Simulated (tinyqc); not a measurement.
Inside a calculation. Method: CID on RHF in the sto-3g basis, for H2, spin multiplicity 1. Computed by tinyqc, a small Python program that keeps every step (integrals from PySCF). Settings: charge = 0, multiplicity = 1, basis = sto-3g, method = RHF, energy threshold = 1e-10, iteration cap = 82, orthogonalisation = symmetric, start = core, DIIS depth = 6, ci = CID. Command: `OMP_NUM_THREADS=1 python tinyqc.py 31697 31698 out.jsonl` (the two numbers bound the seeds that draw the settings). One thread of a shared host (Intel(R) Xeon(R) Processor @ 2.60GHz), about 0.05 s of CPU time with the checks. The early iterations of the SCF are left out here.

## One-electron integrals

Geometry (angstrom):
```
atom         x         y         z
H     0.000000  0.000000  0.000000
H     0.000000  0.000000  1.019000
```

Basis sto-3g: exponents (1/bohr^2) and contraction coefficients of normalised primitives:
```
element  l (shell)  exponent  coefficient
H            s (1)  3.425251     0.154329
H            s (1)  0.623914     0.535328
H            s (1)  0.168855     0.444635
```

Overlap, kinetic and nuclear-attraction integrals over the contracted functions; the nuclear repulsion is the sum of Za Zb / Rab.

nuclear repulsion = 0.51931031 hartree

overlap S, order 1H 1s, 2H 1s:
$$\begin{pmatrix}
1.000000 & 0.485360 \\
0.485360 & 1.000000
\end{pmatrix}$$

kinetic energy T (hartree), order 1H 1s, 2H 1s:
$$\begin{pmatrix}
0.760032 & 0.104413 \\
0.104413 & 0.760032
\end{pmatrix}$$

nuclear attraction V (hartree), order 1H 1s, 2H 1s:
$$\begin{pmatrix}
-1.731113 & -0.769509 \\
-0.769509 & -1.731113
\end{pmatrix}$$

core Hamiltonian H = T + V (hartree), order 1H 1s, 2H 1s:
$$\begin{pmatrix}
-0.971081 & -0.665096 \\
-0.665096 & -0.971081
\end{pmatrix}$$

## Two-electron integrals

Functions are numbered as in S; the eight-fold symmetry (ij|kl) = (ji|kl) = (kl|ij) leaves the list below.

Two-electron integrals (ij|kl) in chemists' order, unique and non-zero (hartree):
```
(11|11) 0.774606   (21|11) 0.300616   (21|21) 0.150149   (22|11) 0.471896
(22|21) 0.300616   (22|22) 0.774606
```

## Orthogonalisation

S = U s U^T; symmetric (Loewdin) form X = U s^(-1/2) U^T, so that X^T S X = 1.

eigenvalues of S: [0.514640, 1.485360]

X, order 1H 1s, 2H 1s:
$$\begin{pmatrix}
1.107232 & -0.286722 \\
-0.286722 & 1.107232
\end{pmatrix}$$

## Iteration 2 (converged): orbitals

converged F (hartree), order 1H 1s, 2H 1s:
$$\begin{pmatrix}
-0.240793 & -0.469930 \\
-0.469930 & -0.240793
\end{pmatrix}$$

Diagonalise F' = X^T F X, C = X C', fill 1 alpha and 1 beta electrons from the bottom; D = 2 C_occ C_occ^T. Each column has its largest component positive (the first on a tie).

F' = X^T F X (hartree):
$$\begin{pmatrix}
-0.016624 & -0.461861 \\
-0.461861 & -0.016624
\end{pmatrix}$$

orbital energies (hartree): MO1 -0.478485, MO2 0.445238

coefficients C, order 1H 1s, 2H 1s:
$$\begin{pmatrix}
0.580188 & 0.985674 \\
0.580188 & -0.985674
\end{pmatrix}$$

D after iteration 2, order 1H 1s, 2H 1s:
$$\begin{pmatrix}
0.673237 & 0.673237 \\
0.673237 & 0.673237
\end{pmatrix}$$

## Convergence

Stop when the energy changes by less than 1e-10 hartree and every element of the error matrix X^T (F D S - S D F) X is below 3e-06.

Course of the cycle:
```
iteration  E (hartree)    change  largest element of the error matrix
1          -1.06071050         -                             2.63e-16
2          -1.06071050  0.000000                             4.16e-16
```

PySCF RHF in the same basis = -1.06071050 hartree

Converged in 2 iterations.

## Integrals over molecular orbitals

(pq|rs) = sum C_ip C_jq C_kr C_ls (ij|kl), one index at a time.

one-electron integrals over orbitals h = C^T H C (hartree):
$$\begin{pmatrix}
-1.101535 & 0.000000 \\
0.000000 & -0.594562
\end{pmatrix}$$

Two-electron integrals over orbitals (pq|rs), unique and non-zero (hartree):
```
(11|11) 0.623050   (21|21) 0.197998   (22|11) 0.618899   (22|22) 0.650046
```

## CID: determinants and Hamiltonian

Hartree-Fock energy = -1.06071050 hartree

Slater-Condon rules over spin orbitals, with the nuclear repulsion added and E(HF) subtracted on the diagonal.

Occupation strings over the orbitals (2 doubly, a alpha, b beta, 0 empty; spin orbitals ordered 1a 1b 2a 2b ...): 20 02

H - E(HF) between determinants (hartree), order 20, 02:
$$\begin{pmatrix}
0.000000 & 0.197998 \\
0.197998 & 1.040943
\end{pmatrix}$$

## CID: roots

Diagonalise (each vector has its largest component positive (the first on a tie)); all determinants have Ms = 0, so triplets appear too. The lowest singlet root is the correlation energy.

lowest roots of this matrix, relative to E(HF) (hartree): [-0.036389, 1.077332]

lowest vectors, order 20, 02:
$$\begin{pmatrix}
0.983528 & 0.180758 \\
-0.180758 & 0.983528
\end{pmatrix}$$

<S^2> of these roots: [0.000000, 0.000000]

weight of the ground state by excitation level 0, 1, 2, ...: [0.967326, 0.000000, 0.032674]
